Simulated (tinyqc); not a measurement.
One electron in a tunnel-coupled double dot: charge qubit, sensing and quantum capacitance: two steps of the calculation.

Basis (left, right), H = [[ep/2, tc], [tc, -ep/2]], splitting Om = sqrt(ep^2 + 4 tc^2), ep = al times the gate voltage. In equilibrium the electron is on the right with the chance P_R = [1 + (ep/Om) tanh(Om/2 kB T)]/2.

Parameters, values chosen for the exercise: tunnel coupling tc = 6.2 ueV; electron temperature T = 0.034 K; deviation of quasi-static detuning noise se = 2.1 ueV; detuning ep = -17.9 ueV.

Constants: q = 1.602176634e-19 C, kB = 1.380649e-23 J/K, hbar = 1.054571817e-34 J s, h = 6.62607015e-34 J s, Vt = kB T/q. Results are converted to the units shown.

Question 1. Splitting and occupation. Also the frequency Om/h, the mixing angle arctan2(2 tc, ep) and the weight of the right dot in the ground state, (1 + ep/Om)/2.

Find: Om; Om/h; mixing angle; ground-state weight; kB T; P_R.

Answer 1.

Om = 21.78 ueV
Om/h = 5.265 GHz
mixing angle = 145.3 degree
ground-state weight = 0.08899
kB T = 2.930 ueV
P_R = 0.08947

Question 2. Dephasing by charge noise. Noise in ep shifts Om by (ep/Om) d + (2 tc^2/Om^3) d^2. For Gaussian d of deviation se the spread of Om is sqrt[(ep se/Om)^2 + 2 (2 tc^2 se^2/Om^3)^2], and T2* is estimated as sqrt(2) hbar/spread; Om T2*/h counts the oscillations within T2*.

Find: first-order spread; second-order spread; T2*; oscillations within T2*.

Answer 2.

first-order spread = 1.7263 ueV
second-order spread = 0.046437 ueV
T2* = 0.53904 ns
oscillations within T2* = 2.8382

At ep = 0 the first-order term vanishes and T2* would be 3.70 ns.

Numbers from tinyqc (`OMP_NUM_THREADS=1 python tinyqc.py 2470125 2470126 out.jsonl`; about 0.01 s on one thread of a shared Intel Xeon 2.30GHz).
